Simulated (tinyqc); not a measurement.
Inside a calculation: carrier statistics of a doped semiconductor with parabolic bands. Values are carried at full precision from step to step, so a last printed digit may differ when a step is redone from the rounded ones.

Constants: kB = 8.617333262e-05 eV/K; hbar^2/2m0 = 3.80998211 eV angstrom^2.

Inputs chosen for the exercise (near those of InSb; shifted at random, so the results belong to these values and not to a real crystal): Eg0 = 0.233 eV (gap at 0 K); al = 0.000307 eV/K (Varshni alpha); be = 166 K (Varshni beta); T = 300 K; ml = 0.0137 m0 (longitudinal electron mass); mt = 0.0137 m0 (transverse electron mass); Mv = 1 (equivalent valleys); mhh = 0.416 m0 (heavy-hole mass); mlh = 0.0142 m0 (light-hole mass); ND = 5.5e+13 1/cm^3 (donors); NA = 1.6e+16 1/cm^3 (acceptors); ED = 0.000947 eV (donor level below Ec); EA = 0.0097 eV (acceptor level above Ev).

## Gap and thermal energy

Eg(T) = Eg0 - al T^2/(T + be) (Varshni).

Eg = 0.17371 eV
kT = 0.025852 eV

The gap has shrunk by 59.3 meV from 0 K and is 6.7 kT wide.

## Effective densities of states

m_de = Mv^(2/3) (ml mt^2)^(1/3); m_dh = (mhh^(3/2) + mlh^(3/2))^(2/3); N = 2 (m kB T/(4 pi c))^(3/2) with c = hbar^2/2m0, in 1/angstrom^3; times 1e24 for 1/cm^3.

m_de = 0.0137 m0
m_dh = 0.4177 m0
Nc = 4.0240e+16 1/cm^3
Nv = 6.7755e+18 1/cm^3

The light holes supply 0.6 % of Nv, and Nc/Nv = 0.00594.

## Intrinsic density and level

With Boltzmann statistics ni = sqrt(Nc Nv) exp(-Eg/2kT) and Ei = Eg/2 + (kT/2) ln(Nv/Nc), counted from Ev.

ni = 1.81e+16 1/cm^3
Ei = 0.1531 eV

Ei lies 66.3 meV above midgap, towards the band with the smaller density of states. Ei is within 3 kT of a band edge, so this Boltzmann value of ni is only rough.

## Neutrality by bisection

Energies are counted from Ev, so Ec = Eg. n = Nc F_1/2((EF - Eg)/kT), p = Nv F_1/2(-EF/kT), ND+ = ND/(1 + 2 exp((EF - Eg + ED)/kT)), NA- = NA/(1 + 4 exp((EA - EF)/kT)); neutrality asks p + ND+ = n + NA-. F_j(eta) = (1/Gamma(j + 1)) integral_0^infinity x^j dx/(1 + exp(x - eta)), which tends to exp(eta) for eta << 0.

Start from the bracket [-0.2 eV, Eg + 0.2 eV]; at the midpoint EF take the sign of p + ND+ - n - NA-; where it is positive EF must rise. Fourteen steps are shown.

Bisection (eV, 1/cm^3):

| step | low | high | EF | n | p | ND+ | NA- | sign |
|---|---|---|---|---|---|---|---|---|
| 1 | -0.20000 | 0.37371 | 0.08685 | 1.38e+15 | 2.33e+17 | 5.13e+13 | 1.33e+16 | + |
| 2 | 0.08685 | 0.37371 | 0.23028 | 1.25e+17 | 9.17e+14 | 2.82e+12 | 1.60e+16 | - |
| 3 | 0.08685 | 0.23028 | 0.15857 | 1.90e+16 | 1.47e+16 | 2.55e+13 | 1.58e+16 | - |
| 4 | 0.08685 | 0.15857 | 0.12271 | 5.34e+15 | 5.86e+16 | 4.27e+13 | 1.52e+16 | + |
| 5 | 0.12271 | 0.15857 | 0.14064 | 1.02e+16 | 2.94e+16 | 3.49e+13 | 1.56e+16 | + |
| 6 | 0.14064 | 0.15857 | 0.14960 | 1.40e+16 | 2.08e+16 | 3.03e+13 | 1.57e+16 | - |
| 7 | 0.14064 | 0.14960 | 0.14512 | 1.20e+16 | 2.47e+16 | 3.26e+13 | 1.57e+16 | - |
| 8 | 0.14064 | 0.14512 | 0.14288 | 1.11e+16 | 2.69e+16 | 3.38e+13 | 1.56e+16 | + |
| 9 | 0.14288 | 0.14512 | 0.14400 | 1.15e+16 | 2.58e+16 | 3.32e+13 | 1.57e+16 | - |
| 10 | 0.14288 | 0.14400 | 0.14344 | 1.13e+16 | 2.63e+16 | 3.35e+13 | 1.56e+16 | - |
| 11 | 0.14288 | 0.14344 | 0.14316 | 1.12e+16 | 2.66e+16 | 3.36e+13 | 1.56e+16 | - |
| 12 | 0.14288 | 0.14316 | 0.14302 | 1.11e+16 | 2.68e+16 | 3.37e+13 | 1.56e+16 | + |
| 13 | 0.14302 | 0.14316 | 0.14309 | 1.12e+16 | 2.67e+16 | 3.36e+13 | 1.56e+16 | - |
| 14 | 0.14302 | 0.14309 | 0.14306 | 1.12e+16 | 2.67e+16 | 3.37e+13 | 1.56e+16 | - |

Each step halves the bracket, which is 0.070 meV wide at the last row.

## The neutral state

Solve the neutrality condition for EF to convergence.

EF = 0.1430 eV
n = 1.11e+16 1/cm^3
p = 2.68e+16 1/cm^3
ND+ = 3.37e+13 1/cm^3
NA- = 1.56e+16 1/cm^3

The material is p-type; 97.8 % of the acceptors are ionised. EF lies 5.53 kT inside the gap from the valence edge, but within 3 kT of the other edge or beyond it, so the Fermi integral is needed; n p/(Nc Nv exp(-Eg/kT)) = 0.906.

## Checks

- F_1/2(1) by the trapezoid rule against adaptive quadrature: both 1.575641.
- Positive against negative charge at the solution (1/cm^3): both 2.67856e+16.

tinyqc: `OMP_NUM_THREADS=1 python tinyqc.py 1651230 1651231 out.jsonl`; about 0.01 s, one thread, shared Intel(R) Xeon(R) Processor @ 2.30GHz.
